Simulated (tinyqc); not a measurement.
CMOS inverter, nodal equation and switching: one step of the calculation.

An n-channel pull-down (bn, VTn) and a p-channel pull-up (bp, VTp) share the input Vin and the output node Vout, which carries the load C. Transistor (EKV form, voltages against the body): I = 2 n b Vt^2 [F(vp - Vs) - F(vp - Vd)] from drain to source, F(v) = ln^2(1 + exp(v/(2 Vt))), vp = (Vg - VT + sg |Vd - Vs|)/n. n-channel bodies are at 0; for the p-channel device all voltages are counted down from Vdd. b in uA/V^2 gives I in uA. Static: In = Ip. Transient: C dVout/dt = Ip - In. No velocity saturation, no gate capacitance beyond C.

Task. Transfer curve. For each Vin solve In = Ip; gain = dVout/dVin.

Parameters, values chosen for the exercise: temperature T = 300 K; supply voltage Vdd = 0.7 V; slope factor n = 1.28; drain-induced barrier lowering sg = 0.116; n-channel threshold VTn = 0.31 V; p-channel threshold (magnitude) VTp = 0.29 V; gain factor of the pull-down transistor bn = 420 uA/V^2; gain factor of the pull-up transistor bp = 130 uA/V^2; input voltage Vin = 0.33 V.

Constants: q = 1.602176634e-19 C, kB = 1.380649e-23 J/K, Vt = kB T/q. Results are converted to the units shown.

Vin, point 0 to 10 (V): 0  0.07  0.14  0.21  0.28  0.35  0.42  0.49  0.56  0.63  0.7

Give: Vout; supply current; gain.

Result.

```
point	Vout (V)	supply current (uA)	gain
0	0.69999	6.9196e-4	-0.0004
1	0.69988	0.0054217	-0.0039
2	0.69888	0.038611	-0.0344
3	0.69100	0.22088	-0.2591
4	0.62725	0.81887	-2.6206
5	0.11320	0.95305	-6.2863
6	0.01002	0.40908	-0.2710
7	0.00151	0.10927	-0.0421
8	0.00020	0.020377	-0.0060
9	0.00002	0.0029832	-0.0007
10	0.00000	3.8779e-4	-0.0001
```

The switching point Vin = Vout lies at 0.3243 V, with a gain of -8.62.

Program tinyqc, `OMP_NUM_THREADS=1 python tinyqc.py 2340142 2340143 out.jsonl`; Intel Xeon 2.30GHz, shared host, one thread, about 0.06 s.
